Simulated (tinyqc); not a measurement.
Inside a calculation. Model: resonant-tunnelling diode, transfer matrices and Tsu-Esaki current.

Numbers from tinyqc (`OMP_NUM_THREADS=1 python tinyqc.py 2600006 2600007 out.jsonl`; about 0.4 s on one thread of a shared Intel Xeon 2.30GHz). Printed values are rounded.

Emitter (band edge 0), barrier d1, well Lw, barrier d2, spacer ds, collector (edge -V). The bias drops linearly over these layers and none in the contacts; each layer is cut into ns equal slices, flat at the value of their centres. E is the energy of motion across the layers, C = hbar^2/(2 m0), psi and psi'/m are continuous. Transport is coherent, T(E) is taken as independent of the transverse momentum, and charge in the well is ignored.

Values chosen for this exercise; masses and offsets of a made-up heterostructure:
- T = 300 K (temperature)
- mw = 0.047 m0 (mass in the well, spacer and contacts)
- U1 = 0.22 eV (barrier height)
- m1 = 0.11 m0 (barrier mass)
- d1 = 2.4 nm (emitter barrier)
- Lw = 6.2 nm (well width)
- d2 = 2.4 nm (collector barrier)
- ns = 4 (slices in each layer)
- ds = 3.8 nm (undoped spacer after the collector barrier)
- Ef = 0.043 eV (Fermi energy of both contacts above their band edges)
- V = 0.047 V (bias of the collector)
- E = 0.04197 eV (trial energy)

Constants: q = 1.602176634e-19 C, kB = 1.380649e-23 J/K, hbar = 1.054571817e-34 J s, m0 = 9.1093837015e-31 kg, Vt = kB T/q, hbar^2/(2 m0) = 0.0380998212 eV nm^2. Results are converted to the units shown.

## Slices under bias

U = edge of the layer - V x/Lt at the centre x of each slice, Lt the summed thickness.

```
slice,U (eV),m (m0),width (nm)
0,0.219047,0.11,0.6
1,0.217142,0.11,0.6
2,0.215236,0.11,0.6
3,0.213331,0.11,0.6
4,-0.010083,0.047,1.55
5,-0.015005,0.047,1.55
6,-0.019927,0.047,1.55
7,-0.024850,0.047,1.55
8,0.191736,0.11,0.6
9,0.189831,0.11,0.6
10,0.187926,0.11,0.6
11,0.186020,0.11,0.6
12,-0.036441,0.047,0.95
13,-0.039458,0.047,0.95
14,-0.042475,0.047,0.95
15,-0.045492,0.047,0.95
```

## Running product of the slice matrices at the trial energy

For the pair (psi, psi'/m) a flat layer has M = [[cos kd, (m/k) sin kd], [-(k/m) sin kd, cos kd]] with k = sqrt(m (E - U)/C) above its edge U, and M = [[cosh Kd, (m/K) sinh Kd], [(K/m) sinh Kd, cosh Kd]] with K = sqrt(m (U - E)/C) below it. Later slices stand to the left. With M acting on (psi, psi'/m) and v = k/m in each lead, T(E) = 4 vL vR/[(vL vR M12 - M21)^2 + (vR M11 + vL M22)^2]. vL = sqrt(mw E/C)/mw, vR = sqrt(mw (E + V)/C)/mw.

Product after each layer:
```
,M11,M12 (nm),M21 (1/nm),M22
barrier d1,2.84690,0.411273,17.0961,2.82102
well,2.79816,0.464838,-19.1492,-2.82375
barrier d2,-0.374376,0.0755470,-9.66803,-0.720156
spacer,-1.46754,-0.0718298,-0.833401,-0.722204
```

T(E) = 0.702946

## Transmission at three energies near the peak

three energies (eV): [0.037234, 0.039634, 0.042034]

The same product at each energy.

T(E) at these energies: [0.441381, 0.930039, 0.689856]

## Breit-Wigner parameters from a parabola through 1/T(E)

Near a resonance 1/T(E) = (1/Tp) [1 + (2 (E - Er)/G)^2]. With y = 1/T(E) at E0 - h, E0, E0 + h: a = (y1 + y3 - 2 y2)/(2 h^2), b = (y3 - y1)/(2 h), Er = E0 - b/(2 a), 1/Tp = y2 - b^2/(4 a), G = 2 sqrt(1/(Tp a)), tau = hbar/G.

Er = 0.0402598 eV
Tp = 0.978448
G = 5.48612 meV
tau = 119.978 fs

The true maximum of T(E) lies at 0.040174 eV with height 0.9640 and full width 5.725 meV; the fitted G is 4.2 % below that width.

## Current from the resonance alone

J = J0 times the integral over E > 0 of T(E) N(E), N = ln[(1 + exp((Ef - E)/Vt))/(1 + exp((Ef - V - E)/Vt))], J0 = q^2 mw m0 kB T/(2 pi^2 hbar^3) (times 1e-4 for A/cm^2 per eV). For a sharp resonance J = J0 (pi G/2) Tp N(Er), with Er the peak energy, Tp the peak transmission and G the full width at half maximum (in eV). The three values given are estimates from a parabola through three points of 1/T(E).

J0 = 1.96632e7 A/(cm^2 eV)
N(Er) = 0.581614
J = 96.4298 kA/cm^2

The full integral over T(E) gives 95.01 kA/cm^2; the value above is 1.5 % above it. With the exact position, height and width of the peak (Er = 0.040174 eV, Tp = 0.9640, G = 5.725 meV) the formula is 4.6 % above it.
